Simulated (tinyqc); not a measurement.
Worked calculation: RKS/LDA (PW92) in the 3-21g basis, for H2, spin multiplicity 1. One step of it, computed by the program tinyqc.

Task: Iteration 1: building the Kohn-Sham matrix. J_ij = sum D_kl (ij|kl); F = H + J + V_xc; E = tr D H + tr D J / 2 + E_xc + E_nn.

D at the start, order 1H 1s, 1H 2s, 2H 1s, 2H 2s:
$$\begin{pmatrix}
0.041381 & 0.137718 & 0.041381 & 0.137718 \\
0.137718 & 0.458329 & 0.137718 & 0.458329 \\
0.041381 & 0.137718 & 0.041381 & 0.137718 \\
0.137718 & 0.458329 & 0.137718 & 0.458329
\end{pmatrix}$$

core Hamiltonian H = T + V (hartree), order 1H 1s, 1H 2s, 2H 1s, 2H 2s:
$$\begin{pmatrix}
-0.564368 & -0.743184 & -0.152749 & -0.350036 \\
-0.743184 & -0.789548 & -0.350036 & -0.536786 \\
-0.152749 & -0.350036 & -0.564368 & -0.743184 \\
-0.350036 & -0.536786 & -0.743184 & -0.789548
\end{pmatrix}$$

Two-electron integrals (ij|kl) in chemists' order, unique and non-zero (hartree):
```
(11|11) 1.140145   (21|11) 0.611403   (21|21) 0.345152   (22|11) 0.626370
(22|21) 0.380329   (22|22) 0.482957   (31|11) 0.041802   (31|21) 0.025191
(31|22) 0.030868   (31|31) 0.003446   (32|11) 0.113742   (32|21) 0.072188
(32|22) 0.101366   (32|31) 0.011070   (32|32) 0.048209   (33|11) 0.392568
(33|21) 0.252842   (33|22) 0.374772   (33|31) 0.041802   (33|32) 0.218689
(33|33) 1.140145   (41|11) 0.218689   (41|21) 0.124813   (41|22) 0.140096
(41|31) 0.011070   (41|32) 0.032241   (41|33) 0.113742   (41|41) 0.048209
(42|11) 0.296037   (42|21) 0.182845   (42|22) 0.242588   (42|31) 0.019824
(42|32) 0.074082   (42|33) 0.296037   (42|41) 0.074082   (42|42) 0.147372
(43|11) 0.252842   (43|21) 0.162314   (43|22) 0.238357   (43|31) 0.025191
(43|32) 0.124813   (43|33) 0.611403   (43|41) 0.072188   (43|42) 0.182845
(43|43) 0.345152   (44|11) 0.374772   (44|21) 0.238357   (44|22) 0.344387
(44|31) 0.030868   (44|32) 0.140096   (44|33) 0.626370   (44|41) 0.101366
(44|42) 0.242588   (44|43) 0.380329   (44|44) 0.482957
```

nuclear repulsion = 0.39285613 hartree

V_xc (hartree), order 1H 1s, 1H 2s, 2H 1s, 2H 2s:
$$\begin{pmatrix}
-0.432521 & -0.249601 & -0.024134 & -0.096878 \\
-0.249601 & -0.291684 & -0.096878 & -0.174529 \\
-0.024134 & -0.096878 & -0.432521 & -0.249601 \\
-0.096878 & -0.174529 & -0.249601 & -0.291684
\end{pmatrix}$$

E_xc = sum of w rho eps_xc = -0.50326816 hartree

Give: Coulomb J; Kohn-Sham matrix F; total energy of this density.

Result:

Coulomb J (hartree), order 1H 1s, 1H 2s, 2H 1s, 2H 2s:
$$\begin{pmatrix}
1.127 & 0.683 & 0.070 & 0.270 \\
0.683 & 0.882 & 0.270 & 0.525 \\
0.070 & 0.270 & 1.127 & 0.683 \\
0.270 & 0.525 & 0.683 & 0.882
\end{pmatrix}$$

Kohn-Sham matrix F (hartree), order 1H 1s, 1H 2s, 2H 1s, 2H 2s:
$$\begin{pmatrix}
0.130 & -0.310 & -0.107 & -0.177 \\
-0.310 & -0.199 & -0.177 & -0.186 \\
-0.107 & -0.177 & 0.130 & -0.310 \\
-0.177 & -0.186 & -0.310 & -0.199
\end{pmatrix}$$

total energy of this density = -1.03069 hartree
